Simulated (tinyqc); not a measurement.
Worked calculation: MP2 on RHF in the sto-3g basis, for H6, spin multiplicity 1. One step of it, computed by the program tinyqc.

Problem. Second-order Moller-Plesset energy. E2 = sum_ijab (ia|jb) [2 (ia|jb) - (ib|ja)] / (e_i + e_j - e_a - e_b) over occupied i, j and virtual a, b; the opposite-spin part is (ia|jb)^2 / denominator, the rest is same-spin, and SCS-MP2 scales them by 6/5 and 1/3.

orbital energies (hartree): MO1 -0.673328, MO2 -0.554029, MO3 -0.379280, MO4 0.302481, MO5 0.661549, MO6 1.077627

Two-electron integrals over orbitals (pq|rs), unique and non-zero (hartree):
```
(11|11) 0.426744    (21|21) 0.129976    (22|11) 0.340451    (22|22) 0.386137
(31|11) 0.081486    (31|22) -0.041685   (31|31) 0.115766    (32|21) -0.114133
(32|32) 0.136199    (33|11) 0.381296    (33|22) 0.351092    (33|31) 0.033149
(33|33) 0.382714    (41|21) -0.044442   (41|32) -0.009207   (41|41) 0.081078
(42|11) -0.069393   (42|22) -0.003889   (42|31) -0.056440   (42|33) -0.010453
(42|42) 0.079487    (43|21) -0.073568   (43|32) 0.073692    (43|41) 0.012971
(43|43) 0.089772    (44|11) 0.383972    (44|22) 0.353150    (44|31) 0.031446
(44|33) 0.373832    (44|42) -0.021609   (44|44) 0.389154    (51|11) 0.006923
(51|22) 0.032565    (51|31) -0.028842   (51|33) -0.013473   (51|42) -0.033669
(51|44) -0.002834   (51|51) 0.051422    (52|21) 0.033288    (52|32) 0.001740
(52|41) -0.054758   (52|43) 0.036176    (52|52) 0.086656    (53|11) -0.075723
(53|22) -0.008137   (53|31) -0.060358   (53|33) -0.024114   (53|42) 0.074317
(53|44) -0.019880   (53|51) -0.026643   (53|53) 0.080333    (54|21) -0.116280
(54|32) 0.129553    (54|41) 0.001374    (54|43) 0.075054    (54|52) -0.001954
(54|54) 0.139550    (55|11) 0.358474    (55|22) 0.392071    (55|31) -0.029840
(55|33) 0.365336    (55|42) -0.010362   (55|44) 0.374130    (55|51) 0.031834
(55|53) -0.013364   (55|55) 0.418351    (61|21) 0.001602    (61|32) 0.019685
(61|41) -0.029609   (61|43) -0.045071   (61|52) -0.031382   (61|54) 0.016701
(61|61) 0.067364    (62|11) -0.010852   (62|22) -0.035574   (62|31) 0.026494
(62|33) 0.003536    (62|42) 0.029230    (62|44) 0.005370    (62|51) -0.046356
(62|53) 0.031120    (62|55) -0.035016   (62|62) 0.048631    (63|21) 0.046515
(63|32) 0.000920    (63|41) -0.075971   (63|43) -0.015320   (63|52) 0.054333
(63|54) 0.001002    (63|61) 0.028730    (63|63) 0.081310    (64|11) -0.083993
(64|22) 0.033681    (64|31) -0.110637   (64|33) -0.035484   (64|42) 0.058370
(64|44) -0.036180   (64|51) 0.025689    (64|53) 0.061327    (64|55) 0.032787
(64|62) -0.025837   (64|64) 0.119893    (65|21) -0.132751   (65|32) 0.118741
(65|41) 0.045453    (65|43) 0.078068    (65|52) -0.034739   (65|54) 0.125184
(65|61) -0.002470   (65|63) -0.051646   (65|65) 0.150081    (66|11) 0.456451
(66|22) 0.364651    (66|31) 0.088534    (66|33) 0.411132    (66|42) -0.076932
(66|44) 0.419368    (66|51) 0.007969    (66|53) -0.085921   (66|55) 0.394236
(66|62) -0.012961   (66|64) -0.097885   (66|66) 0.516342
```

Hartree-Fock energy = -3.21363684 hartree

Give: Terms; Pair energies; MP2 correlation energy; SCS-MP2 correlation energy; MP2 total energy.

Solution.

Terms (the 40 largest of 41):
```
i  j  a  b  (ia|jb)  (ib|ja)  denominator       term
3  3  4  4   0.0898   0.0898      -1.3635    -0.0059
2  3  4  5   0.0743   0.0362      -1.8973    -0.0044
3  2  5  4   0.0743   0.0362      -1.8973    -0.0044
2  2  4  4   0.0795   0.0795      -1.7130    -0.0037
1  1  4  4   0.0811   0.0811      -1.9516    -0.0034
3  1  6  4  -0.0760  -0.0451      -2.4327    -0.0033
1  3  4  6  -0.0760  -0.0451      -2.4327    -0.0033
3  3  5  5   0.0803   0.0803      -2.0817    -0.0031
2  2  5  5   0.0867   0.0867      -2.4312    -0.0031
3  3  6  6   0.0813   0.0813      -2.9138    -0.0023
2  1  5  4  -0.0548  -0.0337      -2.1914    -0.0019
1  2  4  5  -0.0548  -0.0337      -2.1914    -0.0019
2  3  5  6   0.0543   0.0311      -2.6725    -0.0016
3  2  6  5   0.0543   0.0311      -2.6725    -0.0016
1  1  6  6   0.0674   0.0674      -3.5019    -0.0013
1  1  5  5   0.0514   0.0514      -2.6698    -0.0010
1  2  5  6  -0.0464  -0.0314      -2.9665    -0.0010
2  1  6  5  -0.0464  -0.0314      -2.9665    -0.0010
2  2  6  6   0.0486   0.0486      -3.2633    -0.0007
2  2  6  4   0.0292   0.0292      -2.4882  -3.43e-04
2  2  4  6   0.0292   0.0292      -2.4882  -3.43e-04
1  1  6  4  -0.0296  -0.0296      -2.7268  -3.22e-04
1  1  4  6  -0.0296  -0.0296      -2.7268  -3.22e-04
1  3  5  5  -0.0266  -0.0266      -2.3757  -2.99e-04
3  1  5  5  -0.0266  -0.0266      -2.3757  -2.99e-04
1  3  6  4  -0.0451  -0.0760      -2.4327  -2.63e-04
3  1  4  6  -0.0451  -0.0760      -2.4327  -2.63e-04
3  1  6  6   0.0287   0.0287      -3.2079  -2.57e-04
1  3  6  6   0.0287   0.0287      -3.2079  -2.57e-04
1  2  5  4  -0.0337  -0.0548      -2.1914  -1.93e-04
2  1  4  5  -0.0337  -0.0548      -2.1914  -1.93e-04
1  2  6  5  -0.0314  -0.0464      -2.9665  -1.74e-04
2  1  5  6  -0.0314  -0.0464      -2.9665  -1.74e-04
3  3  6  4  -0.0153  -0.0153      -2.1387  -1.10e-04
3  3  4  6  -0.0153  -0.0153      -2.1387  -1.10e-04
3  1  4  4   0.0130   0.0130      -1.6576  -1.01e-04
1  3  4  4   0.0130   0.0130      -1.6576  -1.01e-04
2  3  6  5   0.0311   0.0543      -2.6725  -9.21e-05
3  2  5  6   0.0311   0.0543      -2.6725  -9.21e-05
2  3  5  4   0.0362   0.0743      -1.8973   3.75e-05
```

Pair energies (hartree; pair i-j sums ij and ji):
```
pair  opposite spin  same spin
1-1         -0.0063          0
2-1         -0.0059    -0.0006
2-2         -0.0082          0
3-1         -0.0077    -0.0008
3-2         -0.0101    -0.0019
3-3         -0.0115          0
```

MP2 correlation energy = -0.053013 hartree

SCS-MP2 correlation energy = -0.060774 hartree

MP2 total energy = -3.266650 hartree
